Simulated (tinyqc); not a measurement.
From results back to parameters: carrier statistics of a doped semiconductor with parabolic bands. Four cases, with inputs chosen for the exercise.

Problem. ni^2 = C^2 (T/300 K)^3 exp(-Eg(T)/kB T) with Eg(T) = Eg0 - al T^2/(T + be). Two intrinsic densities were computed from hidden Eg0 and C = sqrt(Nc Nv) at 300 K.

Constants: kB = 8.617333262e-05 eV/K.

Case 1.

Values chosen (near those of GaAs; the results hold for these values, not for the real material): al = 0.000529 eV/K (Varshni alpha); be = 207 K (Varshni beta); T1 = 270 K; T2 = 550 K.

ni(T1) = 107872 1/cm^3
ni(T2) = 6.72716e+12 1/cm^3

Case 2.

Values chosen (near those of SiC; the results hold for these values, not for the real material): al = 0.000652 eV/K (Varshni alpha); be = 1294 K (Varshni beta); T1 = 290 K; T2 = 500 K.

ni(T1) = 1.69852e-09 1/cm^3
ni(T2) = 4862.22 1/cm^3

Case 3.

Values chosen (near those of GaN; the results hold for these values, not for the real material): al = 0.000884 eV/K (Varshni alpha); be = 790 K (Varshni beta); T1 = 270 K; T2 = 440 K.

ni(T1) = 1.39027e-13 1/cm^3
ni(T2) = 1.58330 1/cm^3

Case 4.

Values chosen (near those of Ge; the results hold for these values, not for the real material): al = 0.000472 eV/K (Varshni alpha); be = 239 K (Varshni beta); T1 = 300 K; T2 = 500 K.

ni(T1) = 1.79434e+13 1/cm^3
ni(T2) = 1.69881e+16 1/cm^3

Find: Eg0; C.

Solution. y(T) = 2 ln ni - 3 ln(T/300) - al T/((T + be) kB) equals 2 ln C - Eg0/(kB T), a straight line in 1/T; two points give slope and intercept.

Case 1.

Eg0 = 1.498 eV
C = 2.13e+18 1/cm^3

Case 2.

Eg0 = 3.273 eV
C = 2.46e+19 1/cm^3

Case 3.

Eg0 = 3.469 eV
C = 1.05e+19 1/cm^3

Case 4.

Eg0 = 0.744 eV
C = 6.98e+18 1/cm^3

Computed by tinyqc, one run a case: `OMP_NUM_THREADS=1 python tinyqc.py N N+1 out.jsonl` with N = 1652406, 1652427, 1652433, 1652436; one thread of a shared Intel(R) Xeon(R) Processor @ 2.30GHz, about 0.01 s a run at most.
